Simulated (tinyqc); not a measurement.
Worked calculation: plane-wave Kohn-Sham cycle with exchange-only LDA in a layered model solid. One step of it, computed by the program tinyqc.

Task: Iteration 1: levels at that k. Diagonalise the Hermitian matrix.

H (hartree):
```
           -3         -2         -1         +0         +1         +2         +3
-3   0.480857  -0.165000   0.000000   0.000000   0.000000   0.000000   0.000000
-2  -0.165000   0.090461  -0.165000   0.000000   0.000000   0.000000   0.000000
-1   0.000000  -0.165000  -0.143776  -0.165000   0.000000   0.000000   0.000000
+0   0.000000   0.000000  -0.165000  -0.221856  -0.165000   0.000000   0.000000
+1   0.000000   0.000000   0.000000  -0.165000  -0.143776  -0.165000   0.000000
+2   0.000000   0.000000   0.000000   0.000000  -0.165000   0.090461  -0.165000
+3   0.000000   0.000000   0.000000   0.000000   0.000000  -0.165000   0.480857
```

Give: eigenvalues.

Result:

eigenvalues (hartree): -0.4435  -0.2376  -0.0632  0.1189  0.1655  0.5462  0.5469
